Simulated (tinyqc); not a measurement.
## Well width for a wanted wavelength

Question. The layer is x parts of the first compound and 1 - x of the second, grown coherently on the second as substrate and barrier. Rows of the table: lattice constant a, average valence level Ea on an absolute scale, spin-orbit splitting so, gaps at Gamma, X and L, hydrostatic deformation potentials av and ac (Gamma), shear potential b, elastic constants, electron and heavy-hole (along z) masses. All are interpolated linearly in x; gaps get -C x (1 - x), taken wholly in the conduction band; real line-ups can differ from this model by 0.1 eV or more. In-plane strain e = (a_substrate - a)/a, e_z = -2 (c12/c11) e, volume change 2 e + e_z. With v = 2 e + e_z and d = 2 b (e_z - e): Eav = Ea + av v; E_hh = Eav + so/3 - d/2; E_lh = Eav - so/6 + d/4 + sqrt(so^2 + so d + 9 d^2/4)/2; E_c = Ea + so/3 + EG + ac v (Gamma). Substrate: E_v = Ea + so/3, E_c = E_v + EG. Well depths: dEc = E_c(substrate) - E_c, dEhh = E_hh - E_v(substrate), dElh likewise; strained Gamma gap E_c - max(E_hh, E_lh); positive values confine carriers in the layer. Lowest level of a finite well of width Lw and depth V: kw Lw/2 = arctan(sqrt((mw/mb)(V - E)/E)), kw = sqrt(mw E/C), C = hbar^2/(2 m0), for electrons (dEc) and heavy holes (dEhh), mb from the substrate; transition E_c - E_hh + both levels, without exciton binding; wavelength h c/E. Find Lw and the two levels.

Values chosen for this exercise: fraction of the first compound in the layer x = 0.13; bowing of the Gamma gap CG = 0.1 eV; bowing of the X gap CX = 0.27 eV; bowing of the L gap CL = 0.27 eV.

Constants: q = 1.602176634e-19 C, hbar = 1.054571817e-34 J s, h = 6.62607015e-34 J s, m0 = 9.1093837015e-31 kg, c = 299792458 m/s, hbar^2/(2 m0) = 0.0380998212 eV nm^2. Results are converted to the units shown.

Binary compounds, values chosen for the exercise:
```
              close to InAs  close to InP
a (angstrom)          6.058         5.869
Ea (eV)               -6.67         -7.04
so (eV)               0.384         0.109
EG (eV)               0.351          1.34
EX (eV)                1.36          2.18
EL (eV)                1.08          1.91
av (eV)                1.01          1.29
ac (eV)               -5.12         -5.07
b (eV)                -1.79         -1.71
c11 (GPa)              84.5           101
c12 (GPa)              45.5          56.6
me (m0)              0.0233          0.08
mh (m0)               0.327         0.532
```

wavelength = 969.44732 nm

Answer. Both levels fall steadily as the well widens, so the wavelength rises steadily and one width matches.

Lw = 3.30 nm
electron level = 46.5 meV
heavy-hole level = 24.1 meV

Program tinyqc, `OMP_NUM_THREADS=1 python tinyqc.py 2690104 2690105 out.jsonl`; Intel Xeon 2.30GHz, shared host, one thread, about 0.01 s.
